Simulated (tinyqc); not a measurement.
Rayleigh-quotient iteration on a symmetric matrix, step by step. Computed by tinyqc, a small Python program that keeps every step. Settings: method = rayleigh, shift = 0.85. Command: `OMP_NUM_THREADS=1 python tinyqc.py 22193 22194 out.jsonl` (the two numbers bound the seeds that draw the settings). One thread of a shared host (Intel(R) Xeon(R) Processor @ 2.60GHz), about 0.01 s of CPU time with the checks.

## Step 1

A:
```
           1          2          3          4          5          6
1   1.335000   0.175000   0.552000  -0.017000  -0.195000  -1.055000
2   0.175000   1.636000  -0.168000   1.437000   0.586000   1.060000
3   0.552000  -0.168000   2.207000  -1.606000   0.444000  -1.637000
4  -0.017000   1.437000  -1.606000   2.448000   0.918000  -0.808000
5  -0.195000   0.586000   0.444000   0.918000   3.144000   0.073000
6  -1.055000   1.060000  -1.637000  -0.808000   0.073000   4.645000
```

vector v at the start: 0.408248  0.408248  0.408248  0.408248  0.408248  0.408248

shift = 0.850000

solve (A - shift) w = v; v' = w/|w| with its largest component positive (the first on a tie); lambda = v'^T A v'; the next shift is lambda.

vector after step 1: -0.364755  0.798626  0.439434  -0.017241  -0.180582  -0.056047

Rayleigh quotient after step 1 = 1.035866

## Step 2

As before.

vector after step 2: 0.910295  -0.195852  -0.238067  -0.077454  0.185945  0.189090

Rayleigh quotient after step 2 = 0.813030

## Step 3

As before.

vector after step 3: 0.765250  -0.407319  -0.387483  -0.098560  0.268759  0.128046

Rayleigh quotient after step 3 = 0.738319

## Course of the iteration

Stop when the residual |A v - lambda v| is below 1e-9.

Steps:
```
step      lambda  residual
1     1.03586557  7.11e-01
2     0.81303034  2.70e-01
3     0.73831934  2.44e-02
4     0.73770034  1.60e-05
5     0.73770034  4.38e-15
```

all eigenvalues, for comparison: -0.709536  0.737700  1.678067  3.107104  4.567495  6.034170

Converged in 5 steps.
